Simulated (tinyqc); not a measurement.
Hydrogen passivation and dissociation of interface defects with a spread of activation energies. Inputs raised by 5 %, one at a time. Computed by tinyqc, a small Python program. Command: `OMP_NUM_THREADS=1 python tinyqc.py 3026304 3026305 out.jsonl passivation sens`. One thread of a shared host (Intel(R) Xeon(R) Processor @ 2.30GHz), about 0.03 s of CPU time with the checks.

Active defects P react as P + H2 -> HP + H and HP -> P + H; released atomic hydrogen is removed. All defects start active. Activation energies are normally distributed, independently for the two reactions.

Inputs (values chosen for the exercise, for a model interface):

| quantity | value | unit |
|---|---|---|
| defect density N_0 | 3.5e+12 | cm^-2 |
| mean passivation energy E_f | 1.54 | eV |
| spread s_f | 0.13 | eV |
| prefactor k_f0 | 9.2e-08 | cm^3/s |
| mean dissociation energy E_d | 2.7 | eV |
| spread s_d | 0.041 | eV |
| prefactor k_d0 | 3.2e+12 | 1/s |
| dissolved hydrogen [H2] | 1.1e+16 | cm^-3 |
| anneal temperature T | 620 | K |
| anneal time t | 13000 | s |

Ambient: hydrogen.

Constants: k_B = 8.617333262e-05 eV/K.

Method. a = k_f0 [H2] exp(-E_f/k_B T), b = k_d0 exp(-E_d/k_B T); the active share of one kind of site is b/(a + b) + (a/(a + b)) exp(-(a + b) t). Full average: z from -5 to 5 in steps of 0.125 with normalised weights exp(-z^2/2), energy = mean + spread x z, over both energies.

Runs:

| input moved | from | to | active share | active share, single energy | dissociation rate b (1/s) | passivation rate a (1/s) |
|---|---|---|---|---|---|---|
| base run | - | - | 0.23889 | 0.01850 | 3.6118e-10 | 3.0692e-04 |
| mean passivation energy E_f (eV) | 1.54 | 1.617 | 0.43085 | 0.38900 | 3.6118e-10 | 7.2630e-05 |
| spread s_f (eV) | 0.13 | 0.1365 | 0.24749 | 0.01850 | 3.6118e-10 | 3.0692e-04 |
| spread s_d (eV) | 0.041 | 0.04305 | 0.23889 | 0.01850 | 3.6118e-10 | 3.0692e-04 |
| dissolved hydrogen [H2] (cm^-3) | 1.1e+16 | 1.155e+16 | 0.23327 | 0.01516 | 3.6118e-10 | 3.2226e-04 |
| anneal time t (s) | 13000 | 13650 | 0.23327 | 0.01516 | 3.6118e-10 | 3.0692e-04 |
| prefactor k_d0 (1/s) | 3.2e+12 | 3.36e+12 | 0.23889 | 0.01850 | 3.7924e-10 | 3.0692e-04 |
| prefactor k_f0 (cm^3/s) | 9.2e-08 | 9.66e-08 | 0.23327 | 0.01516 | 3.6118e-10 | 3.2226e-04 |

Exponents ln(y'/y) / ln(x'/x):

| input | active share | active share, single energy | dissociation rate b | passivation rate a |
|---|---|---|---|---|
| mean passivation energy E_f | 12.088 | 62.424 | 0 | -29.539 |
| spread s_f | 0.725 | 0.000 | 0 | 0.000 |
| spread s_d | 0.000 | 0.000 | 0 | 0.000 |
| dissolved hydrogen [H2] | -0.488 | -4.089 | 0 | 1.000 |
| anneal time t | -0.488 | -4.089 | 0 | 0.000 |
| prefactor k_d0 | 0.000 | 0.000 | 1 | 0.000 |
| prefactor k_f0 | -0.488 | -4.089 | 0 | 1.000 |

To which inputs is each result most sensitive?

Among the inputs moved here: active share answers most in size to mean passivation energy E_f (exponent +12.088), next to spread s_f (+0.725); its exponent is below 0.0005 for spread s_d, prefactor k_d0. Active share, single energy answers most in size to mean passivation energy E_f (exponent +62.424), next to dissolved hydrogen [H2] (-4.089); its exponent is below 0.0005 for spread s_f, spread s_d, prefactor k_d0. Dissociation rate b answers most in size to prefactor k_d0 (exponent +1.000); its exponent is below 0.0005 for mean passivation energy E_f, spread s_f, spread s_d, dissolved hydrogen [H2], anneal time t, prefactor k_f0. Passivation rate a answers most in size to mean passivation energy E_f (exponent -29.539), next to dissolved hydrogen [H2] (+1.000); its exponent is below 0.0005 for spread s_f, spread s_d, anneal time t, prefactor k_d0. Its exponent +1.000 in dissolved hydrogen [H2]: first order in [H2].
